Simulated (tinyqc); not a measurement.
Landau-Devonshire theory of a uniaxial ferroelectric: one step, computed by the program tinyqc.

G(P) = (alpha/2) P^2 + (beta*/4) P^4 + (gamma/6) P^6 - E P per volume, SI units, one domain, P along the polar axis, which is normal to the film.

Problem. A capacitor with imperfect screening. Between shorted electrodes with screening length lambda each, the depolarising field is -k P, k = 2 lambda/(eps_0 (d + 2 lambda eps_b)), so alpha turns into alpha + k. Ps^2 = [-beta* + sqrt(beta*^2 - 4 alpha gamma)]/(2 gamma). The polar state is the lowest uniform state while alpha + k < 0 (beta* > 0) or < 3 beta*^2/(16 gamma) (beta* < 0); setting the equality gives the critical thickness d_c.

Inputs (values chosen for the exercise, for a model ferroelectric):
```
quantity,value,unit
Curie-Weiss temperature T0,460,K
temperature T,252,K
film thickness d,13,nm
screening length lambda,0.037,nm
background permittivity eps_b,7,-
```

Sample: epitaxial film.

alpha = -3.563200e+08 J m/C^2

beta* = 3.70e+08 J m^5/C^4

Constants: eps_0 = 8.8541878128e-12 F/m.

Give: depolarising coefficient k; polarisation of the film; size of the depolarising field; critical thickness d_c.

Solution.

depolarising coefficient k = 6.1826e+08 J m/C^2

polarisation of the film = 0 microcoulomb/cm^2

size of the depolarising field = 0 MV/m

critical thickness d_c = 22.937 nm

The film is thinner than d_c, so the uniform polar state is not the lowest one; a real film may break into domains or be non-polar.
